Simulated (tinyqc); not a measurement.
Inside a calculation. Model: short-channel transistor, virtual-source model with series resistance.

Program tinyqc, `OMP_NUM_THREADS=1 python tinyqc.py 2380121 2380122 out.jsonl`; Intel Xeon 2.30GHz, shared host, one thread, about 0.01 s. Printed values are rounded.

The current per gate width is the charge at the top of the source barrier (the virtual source) times its velocity times a saturation function; al and be are fitting constants of the model. Units: I in uA/um, Rs in ohm um, so I Rs = 1e-6 I Rs in volts; Q in uC/cm^2, so I = 1e-4 Q vx0 Fsat with vx0 in cm/s.

Values chosen for this exercise:
- T = 300 K (temperature)
- Cinv = 3.88 uF/cm^2 (inversion capacitance)
- vx0 = 5.02e6 cm/s (velocity at the virtual source)
- mu = 390 cm^2/(V s) (apparent mobility)
- L = 16 nm (channel length)
- VT0 = 0.383 V (threshold at zero drain voltage)
- dl = 0.187 V/V (drain-induced barrier lowering)
- n0 = 1.31 (subthreshold factor)
- nd = 0.05 1/V (growth of n with drain voltage)
- al = 3.5 (threshold shift (in units of Vt) from weak to strong inversion)
- be = 2 (sharpness of saturation)
- Rs = 30 ohm um (series resistance of each contact)
- Vgs = 0.75 V (gate voltage)
- Vds = 0.05 V (drain voltage)

Constants: q = 1.602176634e-19 C, kB = 1.380649e-23 J/K, Vt = kB T/q. Results are converted to the units shown.

## Iteration 1: current through the series resistance

I at the start = 0 uA/um

Intrinsic voltages Vg' = Vgs - I Rs, Vd' = Vds - 2 I Rs. n = n0 + nd Vd', VT = VT0 - dl Vd', Ff = 1/(1 + exp((Vg' - VT + al Vt/2)/(al Vt))), Q = Cinv n Vt ln(1 + exp((Vg' - VT + al Vt Ff)/(n Vt))), Vdsat = (vx0 L/mu)(1 - Ff) + Vt Ff, Fsat = u/(1 + u^be)^(1/be) with u = Vd'/Vdsat, and I(out) = Q vx0 Fsat per width. (Fsat takes the sign of u.) I(new) = I + 0.5 (I(out) - I).

Vg' = 0.75 V
Vd' = 0.05 V
VT = 0.373650 V
Ff = 0.00938335
Q = 1.46353 uC/cm^2
Vdsat = 0.0206442 V
Fsat = 0.924313
I(out) = 679.088 uA/um
I after iteration 1 = 339.544 uA/um

## Iteration 2: current through the series resistance

As before.

Vg' = 0.739814 V
Vd' = 0.0296274 V
VT = 0.377460 V
Ff = 0.0109359
Q = 1.40978 uC/cm^2
Vdsat = 0.0206524 V
Fsat = 0.820359
I(out) = 580.574 uA/um
I after iteration 2 = 460.059 uA/um

## Iteration 3: current through the series resistance

As before.

Vg' = 0.736198 V
Vd' = 0.0223965 V
VT = 0.378812 V
Ff = 0.0115460
Q = 1.39072 uC/cm^2
Vdsat = 0.0206556 V
Fsat = 0.735099
I(out) = 513.202 uA/um
I after iteration 3 = 486.630 uA/um

## Course of the iteration: current through the series resistance

Stop when I changes by less than 1e-7 uA/um, or after 80 iterations.

Course of the iteration:

| iteration | I (uA/um) | \|change\| (uA/um) |
|---|---|---|
| 1 | 339.544 | 340 |
| 2 | 460.059 | 121 |
| 3 | 486.630 | 26.6 |
| 4 | 490.264 | 3.63 |
| 5 | 490.683 | 0.419 |
| 6 | 490.730 | 0.0471 |
| 7 | 490.735 | 5.28e-3 |
| 8 | 490.736 | 5.91e-4 |
| 9 | 490.736 | 6.62e-5 |
| 10 | 490.736 | 7.42e-6 |
| 11 | 490.736 | 8.31e-7 |
| 12 | 490.736 | 9.30e-8 |

Converged in 12 iterations. At the end each change is about 0.11 times the one before: linear convergence.

## What the series resistance costs

converged I = 490.736 uA/um
I0 = 679.088 uA/um

Intrinsic voltages Vg' = Vgs - I Rs, Vd' = Vds - 2 I Rs. n = n0 + nd Vd', VT = VT0 - dl Vd', Ff = 1/(1 + exp((Vg' - VT + al Vt/2)/(al Vt))), Q = Cinv n Vt ln(1 + exp((Vg' - VT + al Vt Ff)/(n Vt))), Vdsat = (vx0 L/mu)(1 - Ff) + Vt Ff, Fsat = u/(1 + u^be)^(1/be) with u = Vd'/Vdsat, and I = Q vx0 Fsat per width. I0 is the current for Rs = 0. Effective velocity I/Q; transit time L Q/I.

loss against I0 = 27.7360 %
effective velocity = 3.54100e6 cm/s
transit time = 0.451849 ps

The carriers leave the virtual source at 70.5 % of vx0.
